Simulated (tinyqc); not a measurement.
Strain-driven crossing of the Gamma and L valleys in a germanium-like crystal: sweeps and comparisons. A value that a table varies takes the place of the one given here.

Biaxial loads: e0 is the in-plane strain e_par and the normal is free. (001): e_perp = -2 (C12/C11) e_par; exx = eyy = e_par, ezz = e_perp, no shear. (111): e_perp = -(2 C11 + 4 C12 - 4 C44)/(C11 + 2 C12 + 4 C44) e_par; exx = eyy = ezz = (2 e_par + e_perp)/3 and exy = eyz = ezx = (e_perp - e_par)/3. (110): e_perp = -(C11 + 3 C12 - 2 C44)/(C11 + C12 + 2 C44) e_par; exx = eyy = (e_par + e_perp)/2, ezz = e_par, exy = (e_perp - e_par)/2, eyz = ezx = 0. Uniaxial loads: a stress along n, scaled so that n.e.n = e0, with exx = s11 sxx + s12 (syy + szz), exy = s44 sxy/2, s11 = (C11 + C12)/((C11 - C12)(C11 + 2 C12)), s12 = -C12/((C11 - C12)(C11 + 2 C12)), s44 = 1/C44.

Edges from the unstrained valence top: Gamma at Eg + ac tr(e); an L valley with unit axis u at EgL + aL tr(e) + XuL (u.e.u - tr(e)/3), u along [111], [1-1-1], [-11-1], [-1-11]; valence edges are the levels of the 6 x 6 matrix of X, Y, Z times spin with -Dso/3 + l exx + m (eyy + ezz) on the diagonal (cyclic), n exy off it, l = av + 2 b, m = av - b, n = sqrt(3) d. Spin-orbit term (Dso/3) L.sigma on X, Y, Z with (L_k)_ij = -i epsilon_kij: <X+|H|Y+> = -i Dso/3, <X+|H|Z-> = Dso/3, <Y+|H|Z-> = -i Dso/3, <Z+|H|X-> = -Dso/3, <Z+|H|Y-> = i Dso/3, <X-|H|Y-> = i Dso/3, and their conjugates; + and - are the spin along z.

Constants: kB = 8.617333262e-05 eV/K.

Values chosen for the exercise (near those of Ge, gaps at low temperature; the results hold for these values, not for the real material):
```
symbol  value          unit  meaning
Eg      0.901          eV    gap at Gamma to the s-like level
EgL     0.733          eV    gap to L
Dso     0.289          eV    spin-orbit splitting
ac      -8.29          eV    conduction deformation potential
av      1.23           eV    valence hydrostatic potential
b       -2.58          eV    tetragonal shear potential
d       -5.36          eV    trigonal shear potential
aL      -1.36          eV    hydrostatic potential of the L edge, Xd + Xu/3
XuL     16.08          eV    uniaxial potential, L
C11     130            GPa
C12     48.4           GPa
C44     68             GPa
load    biaxial (110)        kind of strain
mG      0.0412         m0    mass at Gamma
mL      0.587          m0    density-of-states mass of the four L valleys together
T       300            K     temperature
e0      0.0028               size of the strain
```

## Which strain makes the gap direct

For tension the difference Gamma minus lowest L is linear in e0; slope per 1 % and the e0 at which it vanishes (a dash: no crossing below 15 %), with the gap there.

Results:
```
load            slope (meV per 1 %)  crossing e0 (%)  gap at the crossing (eV)
biaxial (001)                 -87.0             1.93                     0.547
biaxial (110)                 -30.6             5.49                    -0.310
biaxial (111)                  32.9                -                         -
uniaxial [100]                -31.7             5.30                     0.496
uniaxial [111]                 -6.7                -                         -
uniaxial [110]                 12.3                -                         -
```

The smallest strain is needed for biaxial (001) (1.93 %), then uniaxial [100] (5.30 %). No crossing below 15 % is found for biaxial (111), uniaxial [111] and uniaxial [110]: shear splits the L valleys and pulls the lowest down nearly as fast as, or faster than, Gamma. Loads without off-diagonal strain, (001) and [100], gain (ac - aL) tr(e) = -69 meV per 1 % of volume. Crossings beyond about 3 % are sensitive to second-order terms, left out here. For uniaxial [111] the slope is a near cancellation, so terms beyond this linear model decide. A gap at or below zero marks a crossing beyond the range of this linear model.

## Sweep of a biaxial (110) strain

The valence splitting is the distance of the top two edges. Share in Gamma = mG^(3/2)/(mG^(3/2) + (mL^(3/2)/4) sum_i exp(-(E_Li - E_Gamma)/kT)).

Results:
```
e0 (%)  direct gap (eV)  indirect gap (eV)  Gamma - L (meV)  valence splitting (meV)  share in Gamma (%)
0.00              0.901              0.733              168                        0             0.00280
0.34              0.835              0.677              158                       31             0.00740
0.69              0.764              0.617              147                       64              0.0125
1.03              0.693              0.556              136                       99              0.0189
1.37              0.620              0.494              126                      136              0.0283
1.71              0.547              0.431              116                      174              0.0423
2.06              0.470              0.365              105                      213              0.0640
2.40              0.394              0.300               95                      253              0.0957
```

The gap stays indirect over the sweep. The direct gap goes from 0.901 to 0.394 eV; of that change -0.151 eV comes from the rise of the valence top through the shear terms and the rest from the volume. The share in Gamma goes from 0.00280 to 0.0957 %.

## What each parameter does

Direct gap, Gamma minus the lowest L edge and the valence splitting. Each row changes one parameter from the base and keeps the others.

Results:
```
case             direct gap (eV)  Gamma - L (meV)  valence splitting (meV)
base                      0.8465            159.4                     25.0
ac = -9.5335 eV           0.8411            154.0                     25.0
b = -2.193 eV             0.8469            159.4                     24.2
XuL = 18.492 eV           0.8465            162.7                     25.0
av = 1.0455 eV            0.8473            159.4                     25.0
C44 = 78.2 GPa            0.8450            156.4                     23.4
C12 = 41.14 GPa           0.8455            157.4                     23.9
e0 = 0.00238              0.8548            160.7                     21.1
```

The largest shifts from the base row, up to three for each result and ties (the steps differ in size, so this ranks the rows, not the parameters). direct gap (eV): e0 +0.0083, ac -0.0054, C44 -0.0015; unchanged at the printed digits by XuL. Gamma - L (meV): ac -5.4, XuL +3.2, C44 -3.0; unchanged at the printed digits by b and av. valence splitting (meV): e0 -3.9, C44 -1.6, C12 -1.1; unchanged at the printed digits by ac, XuL and av.

Computed by tinyqc, a small Python program: `OMP_NUM_THREADS=1 python tinyqc.py 1080557 1080558 out.jsonl` (the numbers bound the seed that draws the inputs); one thread of a shared host (Intel(R) Xeon(R) Processor @ 2.30GHz), about 0.01 s for the whole set of steps.
